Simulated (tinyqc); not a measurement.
Inside a calculation. Method: plane-wave Kohn-Sham cycle with exchange-only LDA in a layered model solid. One step of it, computed by the program tinyqc.

Question. Iteration 1: levels at that k. Diagonalise the Hermitian matrix.

H (hartree), order -2, -1, +0, +1, +2:
$$\begin{pmatrix}
3.128713 & -0.105000 & 0.075000 & 0.000000 & 0.000000 \\
-0.105000 & 0.558503 & -0.105000 & 0.075000 & 0.000000 \\
0.075000 & -0.105000 & -0.298233 & -0.105000 & 0.075000 \\
0.000000 & 0.075000 & -0.105000 & 0.558503 & -0.105000 \\
0.000000 & 0.000000 & 0.075000 & -0.105000 & 3.128713
\end{pmatrix}$$

Give: eigenvalues.

Answer.

eigenvalues (hartree): [-0.3236, 0.4793, 0.6508, 3.1329, 3.1368]
